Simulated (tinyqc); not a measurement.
Schemes compared: quasiparticle equation with a plasmon-pole self-energy for two band edges.

For each edge E = e + X + Sc(E), with the correlation part Sc(E) = A[0]/(E - a + w) + A[1]/(E - b - w); a and b are the valence and conduction energies that enter the Green function (a = ev, b = ec in the one-shot scheme). Z = 1/(1 - dSc/dE), dSc/dE = -A[0]/(E - a + w)^2 - A[1]/(E - b - w)^2.

Values chosen for the exercise (scales of the order of those of SiC; the results hold for these values, not for the real material): ev = 0 eV (mean-field valence top); ec = 2.13 eV (mean-field conduction edge); w = 19.6 eV (pole energy); Av = (85.8, 33.3) eV^2 (weights of the valence state on the hole and electron poles); Ac = (43.5, 93.5) eV^2 (the same for the conduction state); Xv = -3.48 eV (exchange minus the mean-field potential, valence); Xc = 3.46 eV (the same, conduction).

Z = 1; linearised; exact one-shot; energies updated in G (a, b); updated in G and W, where w grows by half of the opening of the gap (a rule chosen for the exercise).

Results (eV):
```
scheme               Ev     Ec    gap  opening
mean field        0.000  2.130  2.130    0.000
Z = 1            -0.635  2.821  3.456    1.326
linearised       -0.491  2.648  3.138    1.008
one-shot, exact  -0.489  2.646  3.135    1.005
update G         -0.558  2.721  3.279    1.149
update G and W   -0.650  2.810  3.459    1.329
```

What does the comparison show?

The openings run from 1.005 (one-shot, exact) to 1.329 eV (update G and W). Linearising moves the gap by 3 meV, updating G +144 meV and updating W a further +180 meV: once Z is kept, the level of self-consistency matters more than linearising.

Run: tinyqc, `OMP_NUM_THREADS=1 python tinyqc.py 1850756 1850757 out.jsonl`; Intel(R) Xeon(R) Processor @ 2.30GHz, one thread, shared host; about 0.02 s of CPU time with all checks.
